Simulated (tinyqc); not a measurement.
# Free and trapped electrons in a MOS channel with a dense trap tail: two studies

p-type body, charge-sheet picture, full ionisation (an idealisation for deep acceptors), Boltzmann statistics for free electrons. e = Ec - EF at the surface. Acceptor-like traps of density D(E) = D0 + De exp(-E/Ew) at depth E below Ec, from 0 to Eu, hold n_t = integral of D(E)/(1 + exp((e - E)/Vt)). psi = Eg - Vt ln(Nv/Na) - e; N_dep = sqrt(2 eps0 eps_r Na (psi - Vt)/q); n_f = sqrt(N_dep^2 + 2 eps0 eps_r Vt Nc exp(-e/Vt)/q) - N_dep; Vg = Vfb + psi + q (N_dep + n_t + n_f)/Cox, Cox = eps0 eox/tox.

Parameters, values chosen for the exercise; band and dielectric values close to those of silicon:
```
symbol    value         unit                                             meaning
T           250            K                                         temperature
Eg         1.13           eV                                            band gap
eps_r      11.5                                            relative permittivity
Nc      2.15e19        cm^-3              conduction-band density of states at T
Nv      1.99e19        cm^-3                 valence-band density of states at T
eox         3.9                           relative permittivity of the insulator
tox          36           nm                                 insulator thickness
Na       4.7e16        cm^-3                                    acceptor density
Vfb       -0.93            V            flat-band voltage without trapped charge
D0       1.1e11  cm^-2 eV^-1  constant background density of acceptor-like traps
De         6e12  cm^-2 eV^-1          density of the tail at the conduction edge
Ew         0.11           eV                            decay energy of the tail
Eu         0.93           eV        depth below Ec down to which the traps reach
mf          190   cm^2/(V s)                          mobility of free electrons
```

Constants: q = 1.602176634e-19 C, kB = 1.380649e-23 J/K, Vt = kB T/q, eps0 = 8.8541878128e-14 F/cm where lengths are in cm. Results are converted to the units shown.

Each table varies one quantity; the others keep the values above.

## Free and trapped charge against gate voltage

Free share n_f/(n_f + n_t); swing ln 10 n_f/(dn_f/dVg); field-effect mobility mf q (dn_f/dVg)/Cox, for a constant mf; oxide field q (N_dep + n_t + n_f)/(eps0 eox).

Result of one run:
```
Vg (V)	e (eV)	n_f (cm^-2)	n_t (cm^-2)	free share (%)	swing (mV/decade)	field-effect mobility (cm^2/(V s))	oxide field (MV/cm)
0.9	0.3492	4.386e5	9.317e10	4.707e-4	123.4	0.002598	0.3276
```

What becomes of these results when the gate voltage Vg is changed from 0.9 to 3.1 V, all else the same?

Result of the changed run:
```
Vg (V)	e (eV)	n_f (cm^-2)	n_t (cm^-2)	free share (%)	swing (mV/decade)	field-effect mobility (cm^2/(V s))	oxide field (MV/cm)
3.1	0.03741	5.149e11	5.721e11	47.37	2453	153.4	0.8521
```

The whole series:
```
Vg (V)	e (eV)	n_f (cm^-2)	n_t (cm^-2)	free share (%)	swing (mV/decade)	field-effect mobility (cm^2/(V s))	oxide field (MV/cm)
0.9	0.3492	4.386e5	9.317e10	4.707e-4	123.4	0.002598	0.3276
1.7	0.1221	1.407e10	3.200e11	4.212	325.9	31.55	0.4868
2.4	0.06135	2.028e11	4.890e11	29.32	1189	124.7	0.6643
3.1	0.03741	5.149e11	5.721e11	47.37	2453	153.4	0.8521
3.9	0.02081	9.208e11	6.286e11	59.43	4028	167.0	1.070
4.6	0.01027	1.297e12	6.609e11	66.24	5459	173.6	1.261
5.3	0.001809	1.685e12	6.836e11	71.14	6922	177.9	1.453
6.1	-0.006195	2.138e12	7.019e11	75.28	8627	181.1	1.673
6.8	-0.01217	2.539e12	7.134e11	78.07	1.014e4	183.0	1.866
```

n_f reaches 1e11 cm^-2 at Vg = 2.11 V, against 1.38 V without traps. The free share rises from 4.71e-4 to 78.1 % and the field-effect mobility rises from 0.00260 to 183 cm^2/(V s), although mf = 190 is constant: in the last row 96.3 % of Cox dVg goes into free electrons. The swing in the first row is 123 mV a decade (Vt ln 10 = 49.6). For Vg = 3.1, 3.9, 4.6, 5.3, 6.1, 6.8 EF lies less than 2 Vt below the band edge, or above it, where degeneracy and confinement, left out, matter.

## Effect of the acceptor density

Vfb is held fixed. VT is the Vg for n_f = 1e11 cm^-2; swing ln 10 n_f/(dn_f/dVg) at n_f = 1e8 cm^-2; the last three columns are for Vg = VT + 2.9 V, with free share n_f/(n_f + n_t) and field-effect mobility mf q (dn_f/dVg)/Cox; there EF is near the band edge, where Boltzmann statistics are rough.

Effect of the acceptor density:
```
Na (cm^-3)	e at VT (eV)	VT (V)	q n_t/Cox at VT (V)	swing (mV/decade)	n_f (cm^-2)	free share (%)	field-effect mobility (cm^2/(V s))
1e15	0.1138	0.7725	0.5661	111.0	1.476e12	69.89	171.9
2e15	0.1083	0.8867	0.5879	116.5	1.485e12	69.88	172.5
6e15	0.09863	1.144	0.6291	127.9	1.500e12	69.80	173.6
1e16	0.09377	1.310	0.6510	134.6	1.507e12	69.72	174.2
3e16	0.08278	1.818	0.7033	153.6	1.519e12	69.44	175.7
8e16	0.07253	2.544	0.7558	178.3	1.527e12	69.08	177.1
2e17	0.06272	3.605	0.8091	211.7	1.528e12	68.64	178.1
5e17	0.05277	5.261	0.8656	260.5	1.522e12	68.11	178.6
```

What does the table show?

As Na goes from 1e15 to 5e17, VT rises from 0.773 to 5.26 V, its part due to traps rises from 0.566 to 0.866 V, the swing rises from 111 to 261 mV/decade and the field-effect mobility rises from 172 to 179 cm^2/(V s). Most of the rise of VT is depletion charge; the trap part grows since the same n_f needs EF nearer the band edge at heavier doping.

tinyqc, about 0.02 s, one thread, Intel Xeon 2.30GHz (shared host): `OMP_NUM_THREADS=1 python tinyqc.py 2222198 2222199 out.jsonl`
